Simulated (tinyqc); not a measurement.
Epitaxial growth on a vicinal surface: Burton-Cabrera-Frank step flow, step-edge barrier and island nucleation: one step, computed by the program tinyqc.

Adatoms land at rate F, hop on a square grid (a simplification for hexagonal faces), desorb, or join steps. Lengths are in units of a and n is the adatom coverage. Steps ascend at x = 0 and descend at x = l.

Question. Scales. D = nu exp(-E_d/(k_B T)) (a^2/s, nu counted per direction); tau = exp(E_a/(k_B T))/nu; x_s = sqrt(D tau); n_eq = exp(-E_f/(k_B T)); terrace width l = h/(a tan(miscut)); Schwoebel length l_s = exp(E_s/(k_B T)) - 1. Temperatures in kelvin are T(C) + 273.15.

Inputs (values chosen for the exercise, close to those used for Si(111)): site spacing a = 3.84 angstrom; step height h = 3.14 angstrom; diffusion barrier E_d = 1.06 eV; desorption energy E_a = 2.86 eV; adatom formation energy E_f = 1.12 eV; step-edge barrier E_s = 0.066 eV; attempt frequency nu = 5 THz; miscut angle = 0.5 degrees; temperature T = 810 C.

Constants: k_B = 8.617333262e-05 eV/K.

Give: D; lifetime tau; diffusion length x_s; equilibrium coverage n_eq; terrace width l; Schwoebel length l_s.

Answer.

D = 5.847e+07 a^2/s

lifetime tau = 4.058 s

diffusion length x_s = 15403 a

equilibrium coverage n_eq = 6.148e-06

terrace width l = 93.70 a

Schwoebel length l_s = 1.028 a

l/x_s = 0.00608: nearly every adatom reaches a step.
